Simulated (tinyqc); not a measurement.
Sharp and graded interfaces: valley splitting in a one-orbital chain of atomic planes (second-neighbour model).

Each (001) plane carries one orbital with energy e0, hopping v to the next plane and u to the second: E(phi) = e0 + 2 v cos(phi) + 2 u cos(2 phi), where phi = pi - k a/4 (the sign of every second orbital is chosen so that v > 0, which shifts the phase by pi). The minimum lies at cos(phi0) = -v/(4u), phi0 = pi - (pi/2) k0 for a valley at k0 (2 pi/a), and e0 puts it at zero. A slab of N planes has hard walls: the matrix simply ends.

A well of Nw planes between barriers of 40 planes each (as of a SiGe alloy, taken as an offset alone). With x = j - 39.5 for plane j = 0, 1, ..., the potential is V0 (f(x) + f(Nw - x)) + F (j - 40) a/4, f(y) = 1/(1 + exp(y/L)), a step for L = 0; L is in planes, 4 L is about the distance over which f goes from 0.88 to 0.12, and 1 MV/m = 1e-4 V/angstrom.

Values chosen for the exercise (near those of the Delta valleys of silicon; abrupt walls in this chain split the valleys several times more than measured wells; shifted at random, so the results belong to these values and not to a real crystal):
- a = 5.429 angstrom (lattice constant; planes lie a/4 apart)
- V0 = 0.18 eV (barrier height)
- F = 5 MV/m (field)
- Nw = 48 (planes in the well)

u = 0.601846 eV
v = 0.729522 eV
e0 = 1.424762 eV

The lowest doublet for several interface widths L.

Doublet:
```
L (planes)  4 L (angstrom)  mean level (meV)  splitting (micro-eV)
0.00                  0.00             20.89                766.01
0.25                  1.36             20.98                405.91
0.50                  2.71             21.13                 82.65
0.75                  4.07             21.32                 17.32
1.50                  8.14             22.20                  0.12
2.00                 10.86             23.03                  0.00
```

Give the missing row, L (planes) = 1.00, 4 L (angstrom) = 5.43.

Computed row:
```
L (planes)  4 L (angstrom)  mean level (meV)  splitting (micro-eV)
1.00                  5.43             21.56                  3.64
```

The mean level moves by +2.1 meV over the table, while the splitting falls from 766.0 micro-eV at a step to 3.64 at L = 1 plane, a factor 211. Coupling the valleys needs the Fourier component of the potential at twice the valley wave vector, a period of a few planes, and grading removes it. Random alloy disorder, left out here, sets the splitting once this part is gone.

Program tinyqc; command `OMP_NUM_THREADS=1 python tinyqc.py 1481236 1481237 out.jsonl`; about 0.01 s on one thread of a shared Intel(R) Xeon(R) Processor @ 2.30GHz.
